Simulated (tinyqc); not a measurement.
Ewald sum of point charges, displaced rock salt lattice, step by step. Computed by tinyqc, a small Python program that keeps every step. Command: `OMP_NUM_THREADS=1 python tinyqc.py 26770 26771 out.jsonl` (the two numbers bound the seeds that draw the settings). One thread of a shared host (Intel(R) Xeon(R) Processor @ 2.60GHz), about 0.05 s of CPU time with the checks.

## Ewald sum with eta = 0.395 1/bohr

cell vectors (rows) (bohr):
```
          1         2         3
1  0.000000  4.580000  4.580000
2  4.580000  0.000000  4.580000
3  4.580000  4.580000  0.000000
```

Charges:

| q | f1 | f2 | f3 |
|---|---|---|---|
| 1.000000 | 0.000000 | 0.000000 | 0.000000 |
| -1.000000 | 0.480000 | 0.520000 | 0.500000 |

Real space: 1/2 sum q_i q_j erfc(eta r)/r over all images with r > 0; reciprocal space: (2 pi/V) sum_(G != 0) exp(-G^2/4 eta^2)/G^2 |S(G)|^2 with S(G) = sum q exp(i G.r); self term -eta/sqrt(pi) sum q^2; background -pi Q^2/(2 V eta^2), Q the total charge.

Real-space shells (first ones):

| r (bohr) | pairs | sum (hartree) |
|---|---|---|
| 4.489335 | 4 | -0.005412 |
| 4.581832 | 4 | -0.004576 |
| 4.672498 | 4 | -0.003874 |
| 6.477098 | 24 | 0.000550 |
| 7.827379 | 4 | -3.14e-06 |
| 7.933850 | 8 | -4.71e-06 |
| 8.038911 | 4 | -1.77e-06 |
| 9.160000 | 12 | 2.03e-07 |
| 10.118380 | 4 | -3.13e-09 |
| 10.159757 | 8 | -5.45e-09 |
| 10.200967 | 12 | -7.11e-09 |
| 10.282891 | 12 | -5.39e-09 |

Reciprocal shells (first ones that count):

| G^2 (1/bohr^2) | vectors | sum (hartree) |
|---|---|---|
| 1.411530 | 8 | 0.077074 |
| 1.882040 | 6 | 0.000054 |
| 3.764079 | 12 | 0.000005 |
| 5.175609 | 24 | 0.000151 |
| 5.646119 | 8 | 1.71e-07 |
| 7.528159 | 6 | 6.30e-09 |
| 8.939689 | 24 | 2.09e-07 |
| 9.410199 | 24 | 1.23e-09 |
| 12.703768 | 32 | 4.68e-10 |

## The total does not depend on eta

The same sums for other eta.

Totals (hartree per cell):

| eta | real | reciprocal | self | background | total |
|---|---|---|---|---|---|
| 0.395000 | -0.013322 | 0.077285 | -0.445710 | 0.000000 | -0.38174712 |
| 0.559000 | -0.000394 | 0.249411 | -0.630764 | 0.000000 | -0.38174712 |
| 0.756000 | -1.38e-06 | 0.471309 | -0.853055 | 0.000000 | -0.38174712 |

shortest distance = 4.489335 bohr

Madelung constant -E d / (formula units |q+ q-|) = 1.713791
